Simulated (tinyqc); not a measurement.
Configuration-coordinate model of a defect: Huang-Rhys factor and luminescence line shape: one step, computed by the program tinyqc. Command: `OMP_NUM_THREADS=1 python tinyqc.py 3015022 3015023 out.jsonl ccline walk`. One thread of a shared host (Intel(R) Xeon(R) Processor @ 2.30GHz), about 0.01 s of CPU time with the checks.

Ground state E_g(Q) = (1/2) omega_g^2 Q^2; excited state E_e(Q) = E_0 + (1/2) omega_e^2 (Q - dQ)^2 with E_0 = E_ZPL - (hbar omega_e - hbar omega_g)/2. Q is mass-weighted; the dipole does not depend on Q (Condon approximation).

Problem. Huang-Rhys factors and vertical energies. S = hbar omega dQ^2/(2 hbar^2/u) for each state; relaxation energy S hbar omega; absorption at E_0 + S_e hbar omega_e, emission at E_0 - S_g hbar omega_g; the Stokes shift is their difference.

Inputs (values chosen for the exercise, for a model defect): zero-phonon energy E_ZPL = 1.48 eV; displacement dQ = 0.818 u^(1/2) angstrom; ground-state phonon hbar omega_g = 36.5 meV; excited-state phonon hbar omega_e = 33.7 meV.

Modes: different frequencies.

Constants: hbar^2/u = 4.18015928e-03 eV angstrom^2.

Give: S_g; S_e; relaxation energy, ground state; relaxation energy, excited state; vertical absorption energy; vertical emission energy; Stokes shift.

Solution.

S_g = 2.921

S_e = 2.697

relaxation energy, ground state = 0.1066 eV

relaxation energy, excited state = 0.09090 eV

vertical absorption energy = 1.572 eV

vertical emission energy = 1.375 eV

Stokes shift = 0.1975 eV

The coupling is intermediate: phonon replicas can be resolved beside the zero-phonon line.
